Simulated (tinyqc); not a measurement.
# Threshold and carrier lifetime from two turn-on delays

Question. With a constant carrier lifetime tau, a current step from 0 to I reaches threshold after td = tau ln(I/(I - Ith)). Find Ith and tau.

turn-on delay for steps from 0 to 13 and to 26 mA (ns): 1.3558378  0.49582459

Solution. The ratio of the delays holds no tau and rises steadily with Ith, so it has one root below the smaller current.

Ith = 8.80 mA
tau = 1.20 ns

Program tinyqc, `OMP_NUM_THREADS=1 python tinyqc.py 2840020 2840021 out.jsonl`; Intel Xeon 2.30GHz, shared host, one thread, about 0.01 s.
